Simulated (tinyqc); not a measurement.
## Gap difference from the gain at two temperatures

Problem. When back injection limits the gain, beta = b exp(-dE/(kB T)) with dE the gap reduction of the emitter less that of the base and b constant. Find dE and beta at 300 K.

Constants: q = 1.602176634e-19 C, kB = 1.380649e-23 J/K. Results are converted to the units shown.

T (K): 250  350
beta: 188.52076  307.94263

Solution. ln beta is a straight line in 1/T with slope -dE/kB.

dE = 0.0370 eV
beta at 300 K = 251

Numbers from tinyqc (`OMP_NUM_THREADS=1 python tinyqc.py 2320163 2320164 out.jsonl`; about 0.01 s on one thread of a shared Intel Xeon 2.30GHz).
